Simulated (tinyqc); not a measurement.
## Barrier and mass from two Fowler-Nordheim currents

Problem. Fowler-Nordheim tunnelling through a dielectric follows J = A F^2 exp(-B/F), A = q^2 me/(16 pi^2 hbar m1 phi1) (A/V^2 with phi1 in volts), B = (4/3) sqrt(m1/C) phi1^1.5 (V/nm), C = hbar^2/(2 m0). Find B, A, phi1 and m1.

Inputs (values chosen for the exercise):
- me = 1 m0 (emitter mass in the supply function)

Constants: q = 1.602176634e-19 C, hbar = 1.054571817e-34 J s, m0 = 9.1093837015e-31 kg, hbar^2/(2 m0) = 0.0380998212 eV nm^2. Results are converted to the units shown.

J at F = 0.73 and 1.14 V/nm (A/cm^2): [1.0991189e-7, 0.052216194]

Answer. The slope of ln(J/F^2) against 1/F is -B and the intercept gives A. A fixes the product m1 phi1, and B = (4/3) phi1 sqrt(m1 phi1/C) then gives phi1.

B = 24.7 V/nm
A = 1.05e-6 A/V^2
phi1 = 2.99 eV
m1 = 0.490 m0

Computed by the program tinyqc: `OMP_NUM_THREADS=1 python tinyqc.py 2540003 2540004 out.jsonl`, one thread of a shared Intel Xeon 2.30GHz, about 0.02 s for the whole run.
